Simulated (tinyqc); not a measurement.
Static response in three, two and one dimensions: static screening by free carriers.

Lindhard at zero temperature: eps(q)/eps = 1 + (qTF/q)^2 L(x), x = q/(2 kF), L(x) = 1/2 + ((1 - x^2)/(4x)) ln|(1 + x)/(1 - x)|.

kF = 0.916498 1/angstrom
qTF = 1.48498 1/angstrom

x = q/(2 kF). Response over its long-wave value: L3 as above; L2 = 1 for x <= 1 and 1 - sqrt(1 - 1/x^2) beyond; L1 = ln|(1 + x)/(1 - x)|/(2x).

Response:
```
x         L3     L2     L1  eps(q)/eps, Lindhard 3D  Thomas-Fermi
0.099  0.997  1.000  1.003                    67.75         67.96
0.297  0.970  1.000  1.031                    8.218         8.441
0.496  0.913  1.000  1.097                    3.437         3.668
0.694  0.820  1.000  1.233                    2.117         2.363
0.892  0.664  1.000  1.605                    1.548         1.825
0.971  0.562  1.000  2.173                    1.391         1.696
1.011  0.472  0.853  2.576                    1.303         1.642
1.090  0.364  0.602  1.443                    1.201         1.552
1.288  0.235  0.370  0.805                    1.093         1.396
1.586  0.145  0.224  0.468                    1.038         1.261
2.181  0.073  0.111  0.227                    1.010         1.138
```

What does the comparison show, and why?

Next to x = 1 the table has L3 = 0.562 and 0.472, L2 = 1.000 and 0.853, L1 = 2.173 and 2.576: an infinite slope in 3D, a kink in 2D and a logarithmic peak in 1D, where the whole Fermi surface is joined by 2 kF. These features give Friedel oscillations of period pi/kF = 3.43 angstrom at zero temperature; they wash out once kT nears EF, so this table, for T = 0, describes the gas only where EF is well above kT. Thomas-Fermi overstates eps(q) by 6.7 % at x = 0.496 and by 21.5 % at x = 1.586.

tinyqc: `OMP_NUM_THREADS=1 python tinyqc.py 1681413 1681414 out.jsonl`; about 0.01 s, one thread, shared Intel(R) Xeon(R) Processor @ 2.30GHz.
